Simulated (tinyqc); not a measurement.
What each parameter does: thin-body film or fin with hard walls, valleys of the Si type.

Six ellipsoidal valleys with their long axes along the cube axes, mass ml along the axis and mt across it. For a valley whose axis makes the angle theta with the surface normal, 1/m_z = cos^2(theta)/ml + sin^2(theta)/mt sets the confinement; in the plane the masses are m_1 = mt and m_2 = ml mt/m_z, and m_d = sqrt(m_1 m_2).

A film of thickness t between hard walls, flat band inside: E_n = c (n pi/t)^2/m_z above the bulk edge, c = hbar^2/2m0. Without degeneracy the sheet density is N2 exp((EF - Ec)/kB T) with N2 = sum_i g m_d/(2 pi c) kB T exp(-E_i/kB T) over n = 1 to 40 of each group; a classical film has t Nc with Nc = 2 g_all (m_dos kB T/(4 pi c))^(3/2), m_dos = (ml mt^2)^(1/3). The threshold shift is dVt = kB T ln(t Nc/N2).

Constants: hbar^2/2m0 = 3.80998211 eV angstrom^2; kB = 8.617333262e-05 eV/K.

Inputs chosen for the exercise (near those of Si; not measured data): ml = 0.931 m0 (longitudinal mass); mt = 0.193 m0 (transverse mass); face = 100 (face of the film or side wall of the fin); T = 77 K (temperature); t = 92 angstrom (body thickness); g_all = 6 (number of valleys).

E1 is the lowest level, and the share is that of its group in N2.

One parameter was then changed.

Results before and after:
```
case     E1 (eV)  share (%)  dVt (mV)  Nc (1e19/cm^3)
base      0.0048       79.9      10.1           0.365
changed   0.0053       79.1      10.4           0.346
```

Which of these changes was made? (a) ml = 0.838 m0; (b) mt = 0.174 m0; (c) T = 127 K; (d) t = 98 angstrom.
Answer: (a) ml = 0.838 m0. Of the candidates, run in turn, only this one gives the changed row.

All candidates:
```
case             E1 (eV)  share (%)  dVt (mV)  Nc (1e19/cm^3)
base              0.0048       79.9      10.1           0.365
t = 98 angstrom   0.0042       74.8       9.3           0.365
T = 127 K         0.0048       61.1      11.7           0.772
ml = 0.838 m0     0.0053       79.1      10.4           0.346
mt = 0.174 m0     0.0048       84.7      10.5           0.329
```

Run: tinyqc, `OMP_NUM_THREADS=1 python tinyqc.py 1280434 1280435 out.jsonl`; Intel(R) Xeon(R) Processor @ 2.30GHz, one thread, shared host; about 0.01 s of CPU time with all checks.
